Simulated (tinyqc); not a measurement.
From results back to parameters: averaged masses of warped heavy- and light-hole bands. Three cases, with inputs chosen for the exercise.

Problem. For B along [111] the central orbits have s = 1/4 all round, so the cyclotron masses are 1/(g1 -/+ sqrt(g2^2 + 3 g3^2)). They are given with the heavy-hole mass along [100], 1/(g1 - 2 g2); g2 and g3 are positive.

Find: g1; sqrt(g2^2 + 3 g3^2); g2; g3.

Method. The mean of the two inverse cyclotron masses is g1 and half their difference is the root; g2 = (g1 - 1/m[100])/2, and g3 follows.

Case 1.

heavy and light cyclotron mass for B along [111]; heavy mass along [100] (m0): 0.5046992  0.0262339  0.3115265

Solution.

g1 = 20.05
sqrt(g2^2 + 3 g3^2) = 18.069
g2 = 8.42
g3 = 9.23

Case 2.

heavy and light cyclotron mass for B along [111]; heavy mass along [100] (m0): 0.5234473  0.0262539  0.3401361

Solution.

g1 = 20.00
sqrt(g2^2 + 3 g3^2) = 18.090
g2 = 8.53
g3 = 9.21

Case 3.

heavy and light cyclotron mass for B along [111]; heavy mass along [100] (m0): 0.3263211  0.0148510  0.2222222

Solution.

g1 = 35.20
sqrt(g2^2 + 3 g3^2) = 32.136
g2 = 15.35
g3 = 16.30

Computed by tinyqc, one run a case: `OMP_NUM_THREADS=1 python tinyqc.py N N+1 out.jsonl` with N = 1080618, 1080676, 1080699; one thread of a shared Intel(R) Xeon(R) Processor @ 2.30GHz, about 0.03 s a run at most.
